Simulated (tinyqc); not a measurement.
What each parameter does: configuration-coordinate model of carrier capture at a defect.

Two parabolas of equal curvature k in one coordinate Q: with the carrier free at the band edge, U_f = k Q^2/2; with the carrier trapped, U_t = k (Q - dQ)^2/2 - ET. ER = k dQ^2/2, Huang-Rhys factor S = ER/hw, hw = 0.0646541 sqrt(k/M) eV for k in eV/angstrom^2 and M in u. The curves cross at a height Eb = (ER - ET)^2/(4 ER) above the free minimum.

Multiphonon factor for giving p = ET/hw phonons to the lattice: W = exp(-S (2 nb + 1)) ((nb + 1)/nb)^(p/2) I_p(x), nb = 1/(exp(hw/kT) - 1), x = 2 S sqrt(nb (nb + 1)), I_p the modified Bessel function. Classical limit: W = hw exp(-Eb/kT)/sqrt(4 pi ER kT). At T = 0: exp(-S) S^p/Gamma(p + 1).

Constants: kB = 8.617333262e-05 eV/K.

Values chosen for the exercise (of the size met at a vacancy centre in SiC; the results hold for these values, not for the real material): ET = 0.99 eV (thermal depth of the level below the band edge); ER = 0.36 eV (relaxation energy); hw = 0.041 eV (phonon energy of the mode); T = 200 K (temperature).

Eb, log10 W and the full width 2.35482 sqrt(ER hw coth(hw/2kT)).

One parameter was then changed.

Results before and after:

| case | Eb (eV) | log10 W | full width (eV) |
|---|---|---|---|
| base | 0.2756 | -4.637 | 0.3139 |
| changed | 0.2051 | -3.867 | 0.3350 |

Which of these changes was made? (a) T = 230 K; (b) ET = 1.03 eV; (c) ER = 0.41 eV; (d) hw = 0.0492 eV.
Answer: (c) ER = 0.41 eV. Of the candidates, run in turn, only this one gives the changed row.

All candidates:

| case | Eb (eV) | log10 W | full width (eV) |
|---|---|---|---|
| base | 0.2756 | -4.637 | 0.3139 |
| ET = 1.03 eV | 0.3117 | -5.047 | 0.3139 |
| ER = 0.41 eV | 0.2051 | -3.867 | 0.3350 |
| hw = 0.0492 eV | 0.2756 | -4.131 | 0.3320 |
| T = 230 K | 0.2756 | -4.495 | 0.3248 |

(tinyqc, `OMP_NUM_THREADS=1 python tinyqc.py 1481132 1481133 out.jsonl`, Intel(R) Xeon(R) Processor @ 2.30GHz, 1 thread, shared host, about 0.01 s.)
